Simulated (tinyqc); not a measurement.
Valley splitting of a silicon quantum well in envelope theory: sweeps and comparisons. A value that a table varies takes the place of the one given here.

The well lies at 0 < z < L; U(z) = V0 [1/(1 + exp(z/w)) + 1/(1 + exp((L - z)/w))] - e F z, 1 mV/nm = 1e-4 eV/angstrom. The envelope psi solves -(c/ml) psi'' + U psi = E psi, c = hbar^2/2m0, by three-point differences on a grid of 0.1 angstrom from -40 to L + 40 angstrom. The two valleys at +/- k0 couple through D = C0 times the integral of exp(-i q z) U(z) psi^2, q = 2 k0 (2 pi/a), and split by Ev = 2|D|.

Random alloy: with Y(z) = Yw + (Yb - Yw) B(z), B the bracket in U, and in-plane density exp(-r^2/ad^2)/(pi ad^2), D gains a random complex part of variance sigma^2 = (C0^2/pi)(a^2 V0/(8 ad (Yb - Yw)))^2 (4/a) times the integral of psi^4 Y (1 - Y). Alone it gives a mean splitting sqrt(pi) sigma; together with the smooth part the rms splitting is 2 sqrt(|D|^2 + sigma^2).

Constants: hbar^2/2m0 = 3.80998211 eV angstrom^2.

Inputs chosen for the exercise (near those of a strained Si well in SiGe; shifted at random, so the results belong to these values and not to a real crystal): L = 44 angstrom (well width); V0 = 0.15 eV (conduction offset); ml = 0.919 m0 (mass along z); F = 10.9 mV/nm (field pressing towards the upper interface); k0 = 0.852 2 pi/a (valley position); a = 5.431 angstrom (lattice constant); C0 = 0.243 (Bloch overlap factor); Yb = 0.23 (Ge share of the barrier); Yw = 0.02 (Ge share of the well); ad = 130 angstrom (dot radius); ws = (0.4, 0.5, 0.9, 1.4, 1.8, 2.6, 3.8) angstrom (interface widths); Ls = (44, 45.4, 46.7, 48.1, 49.4, 50.8, 52.1, 53.5) angstrom (widths in steps of one atomic layer, a/4, rounded to the grid); F2 = 0.5 mV/nm (second field, zero or weak); w1 = 0.7 angstrom (interface width for this table); w = 0.4 angstrom (interface width parameter).

## Sharpness of the interface

The smooth part 2|D| and the disorder part against w, beside y/sinh(y) with y = pi q w. The 12 to 88 % width of the step is 4w.

Results:
```
w (angstrom)  4w (angstrom)  2|D| (micro-eV)  y/sinh(y)  sqrt(pi) sigma (micro-eV)
0.4                     1.6           136.53       0.42                      102.7
0.5                     2.0            93.61       0.28                      102.8
0.9                     3.6            15.15      0.042                      103.5
1.4                     5.6             1.08     0.0030                      104.9
1.8                     7.2             0.11    0.00032                      106.4
2.6                    10.4             0.00    3.3e-06                      110.5
3.8                    15.2             0.00    2.8e-09                      119.8
```

The smooth part needs a Fourier component of U psi^2 at a wavelength of 3.19 angstrom; from the first row to the third it falls by a factor 9.01, while y/sinh(y) falls by 9.9 (the envelope near the step and the phase between the two interfaces change too). The disorder part goes from 102.7 to 119.8 micro-eV, growing as the electron overlaps more alloy. It takes over between w = 0.4 and 0.5 angstrom, that is a step 1.6 to 2.0 angstrom wide, with 1.36 angstrom to an atomic layer.

## Adding atomic layers

The smooth splitting Ev = 2|D| with w = w1, at the field F2 and at F.

Results:
```
L (angstrom)  q L mod 2 pi  Ev at F2 (micro-eV)  Ev at F (micro-eV)
44.0                  5.06                 28.3                39.5
45.4                  1.54                 1.44                31.4
46.7                  4.10                 23.8                36.7
48.1                  0.58                 11.0                32.5
49.4                  3.14                 15.4                33.4
50.8                  5.90                 16.7                33.6
52.1                  2.18                 5.90                31.6
53.5                  4.94                 17.7                33.5
```

At F2 the splitting swings between 1.44 and 28.3 micro-eV, a ratio of 19.7, as the two interfaces add with the phase q L, which advances on average by 2.68 rad a layer. At F the ratio is 1.26, where in the first row psi^2 at the upper interface is 8.5 times that at the lower one: one interface dominates and the interference fades.

## What each parameter does

Orbital spacing, psi^2 at z = L, the smooth splitting and sigma; V0 is held fixed when Yw changes. Each row changes one parameter from the base and keeps the others.

Results:
```
case               E2 - E1 (meV)  psi^2(L) (1e-3/angstrom)  2|D| (micro-eV)  sigma (micro-eV)
base                       43.25                     8.100           136.53              57.9
ad = 170 angstrom          43.25                     8.100           136.53              44.3
Yw = 0.05                  43.25                     8.100           136.53             104.1
L = 50 angstrom            37.62                     7.570           126.18              56.4
V0 = 0.188 eV              45.24                     6.554           141.80              72.8
w = 0.52 angstrom          43.34                     8.032            86.37              58.0
F = 16.35 mV/nm            46.67                    11.220           181.95              60.6
k0 = 0.832 2 pi/a          43.25                     8.100           144.62              57.9
C0 = 0.292                 43.25                     8.100           164.06              69.6
```

The largest shifts from the base row, up to three for each result and ties (the steps differ in size, so this ranks the rows, not the parameters). E2 - E1 (meV): L -5.63, F +3.42, V0 +1.99; unchanged at the printed digits by ad, Yw, k0 and C0. psi^2(L) (1e-3/angstrom): F +3.120, V0 -1.546, L -0.530; unchanged at the printed digits by ad, Yw, k0 and C0. 2|D| (micro-eV): w -50.17, F +45.41, C0 +27.53; unchanged at the printed digits by ad and Yw. sigma (micro-eV): Yw +46.1, V0 +14.9, ad -13.6; unchanged at the printed digits by k0.

(tinyqc, `OMP_NUM_THREADS=1 python tinyqc.py 1252065 1252066 out.jsonl`, Intel(R) Xeon(R) Processor @ 2.30GHz, 1 thread, shared host, about 0.05 s.)
